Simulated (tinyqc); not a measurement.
## Absorption edge of a degenerate semiconductor, band filling against gap narrowing: approximations to the Fermi level

n-type, parabolic bands, full ionisation. eta = (EF - Ec)/kB T solves N = Nc F12(eta), F12(x) = (2/sqrt(pi)) int_0^infinity sqrt(u)/(1 + exp(u - x)) du. The gap shrinks rigidly by dEg = a3 y^(1/3) + a4 y^(1/4) + a2 y^(1/2), y = N/1e18 cm^-3, an empirical law that is here taken as the true narrowing.

With u = N/Nc: Boltzmann ln u; Joyce-Dixon ln u + 0.353553 u - 4.95009e-3 u^2 + 1.48386e-4 u^3 - 4.42563e-6 u^4; degenerate limit (3 sqrt(pi) u/4)^(2/3). The Einstein ratio is D/(mu Vt) = F12/Fm, Fm(x) = dF12/dx = (1/sqrt(pi)) int_0^infinity u^(-1/2)/(1 + exp(u - x)) du.

Parameters, values chosen for the exercise: conduction-band density of states at 300 K, from me Nc = 8.7e16 cm^-3.

Results:
```
N (cm^-3)      N/Nc       eta  Boltzmann  Joyce-Dixon  degenerate  D/(mu Vt)
4.7e15     0.054023   -2.8993    -2.9183      -2.8993     0.17277     1.0191
1.1e16      0.12644   -2.0234    -2.0680      -2.0234     0.30456     1.0445
2.4e16      0.27586   -1.1907    -1.2879      -1.1907     0.51233     1.0968
5.4e16      0.62069  -0.25935   -0.47692     -0.25935     0.87971     1.2157
1.2e17       1.3793   0.80020    0.32158      0.80020      1.4981     1.4699
6.3e17       7.2414    4.3265     1.9798       4.3246      4.5252     3.1706
1.4e18       16.092    7.5961     2.7783       7.5074      7.7060     5.2154
3.2e18       36.782    13.309     3.6050       9.1960      13.371     8.9564
```

Estimate the missing row, N = 2.8e17 cm^-3.

Computed row:
```
N (cm^-3)    N/Nc     eta  Boltzmann  Joyce-Dixon  degenerate  D/(mu Vt)
2.8e17     3.2184  2.2600     1.1689       2.2600      2.6354     2.0484
```

With this row back in the table: Boltzmann is within 0.1 of eta up to N/Nc = 0.28, Joyce-Dixon within 0.01 up to 7.2, and the degenerate limit is off by 0.062 in the last row. The Einstein ratio rises from 1.02 to 8.96: degenerate carriers diffuse faster for the same mobility.

Range of the model: Band tails, non-parabolic bands and incomplete ionisation are left out.

tinyqc, about 0.01 s, one thread, Intel Xeon 2.30GHz (shared host): `OMP_NUM_THREADS=1 python tinyqc.py 2330013 2330014 out.jsonl`
